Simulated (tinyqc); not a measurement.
Gate-all-around wire with two subbands, quantum capacitance: one step of the calculation.

phi is the Fermi level above the lowest subband edge, in volts; Vg is counted from the gate voltage at which an empty wire would have phi = 0. Both directions of motion are filled (equilibrium).

Question. Gate capacitance. Cox = 2 pi eps0 eox/ln(1 + tox/rw) per length.

Inputs (values chosen for the exercise):
```
symbol,value,unit,meaning
eox,3.9,,relative permittivity of the gate insulator (close to silicon dioxide)
tox,14,nm,insulator thickness
rw,4.3,nm,radius of the wire
```

Constants: eps0 = 8.8541878128e-14 F/cm where lengths are in cm. Results are converted to the units shown.

Find: Cox.

Answer.

Cox = 1.498 pF/cm

Program tinyqc, `OMP_NUM_THREADS=1 python tinyqc.py 2200066 2200067 out.jsonl`; Intel Xeon 2.30GHz, shared host, one thread, about 0.01 s.
